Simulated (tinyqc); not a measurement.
Energy and delay of logic against supply voltage: one step of the calculation.

One expression serves below and above threshold: I(Vg) = Ik [ln(1 + exp((Vg - VT + dd V)/(al nf Vt)))]^al, with I_on = I(V) and I_off = I(0). Gate delay td = kd C V/I_on, clock period LD td. Per gate and cycle the switching energy is act C V^2 and the leakage energy I_off V LD td. No short-circuit current, no variation. Minima are sought above 0.09 V; below a few Vt gates no longer switch and the model has no meaning.

Problem. New V. Minimum-energy supply: E(V) is the energy per gate and cycle; with h = 0.001 V, E' = (E(V + h) - E(V - h))/(2 h), E'' = (E(V - h) - 2 E(V) + E(V + h))/h^2, V(new) = V - E'/E''.

Inputs (values chosen for the exercise); values of the order met in logic technologies: temperature T = 300 K; threshold voltage at zero drain bias VT = 0.22 V; slope factor nf = 1.28; barrier lowering per volt of supply dd = 0.11; specific current of a gate Ik = 0.95 uA; exponent of the current law al = 1.73; load capacitance of a gate C = 1.2 fF; delay factor kd = 0.9; logic depth LD = 16; activity factor act = 0.2.

Constants: q = 1.602176634e-19 C, kB = 1.380649e-23 J/K, Vt = kB T/q. Results are converted to the units shown.

V at the start = 0.11 V

Find: E'; E''; V after iteration 1.

Solution.

E' = -27.57 aJ/V
E'' = 210.7 aJ/V^2
V after iteration 1 = 0.2409 V

Program tinyqc, `OMP_NUM_THREADS=1 python tinyqc.py 2082004 2082005 out.jsonl`; Intel Xeon 2.30GHz, shared host, one thread, about 0.01 s.
